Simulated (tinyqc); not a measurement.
Internal loss and injection efficiency from two cavity lengths.

Problem. The differential efficiency of both facets obeys 1/eta_d = (1/eta)[1 + 2 ai Lc/ln(1/(R1 R2))]. Find eta and ai.

Parameters, values chosen for the exercise:
- R1 = 0.3 (front reflectance)
- R2 = 0.95 (back reflectance)

differential efficiency at Lc = 250 and 625 um: 0.42301094  0.25404384

Solution. 1/eta_d is linear in Lc: the intercept is 1/eta, and slope over intercept is 2 ai/ln(1/(R1 R2)).

eta = 0.7600
ai = 20.00 1/cm

Program tinyqc, `OMP_NUM_THREADS=1 python tinyqc.py 2840115 2840116 out.jsonl`; Intel Xeon 2.30GHz, shared host, one thread, about 0.02 s.
